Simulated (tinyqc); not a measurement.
Thermal, flicker and telegraph noise of a field-effect transistor: one step, computed by the program tinyqc.

Strong inversion, threshold roll-off and channel-length modulation left out; noise sources are uncorrelated and are given as one-sided spectral densities. The drain voltage is 50 mV.

Problem. Operating point. C_ox = 3.9 eps_0/t; I = mu C_ox (W/L) V_ov V_D; g_m = I/V_ov; g_d0 = I/V_D.

Inputs (values chosen for the exercise, modelled on a high-k silicon transistor):
```
quantity                      value        unit
width W                          77  micrometre
length L                       1400          nm
electrical oxide thickness t    2.1          nm
mobility mu                     180  cm^2/(V s)
overdrive V_ov                 0.56           V
```

Operating region: linear. Flicker model: number fluctuation.

Constants: eps_0 = 8.8541878128e-12 F/m.

Give: C_ox; drain current I; g_m; g_d0.

Solution.

C_ox = 1.644 microfarad/cm^2

drain current I = 455.8 microampere

g_m = 814.0 microsiemens

g_d0 = 9116 microsiemens
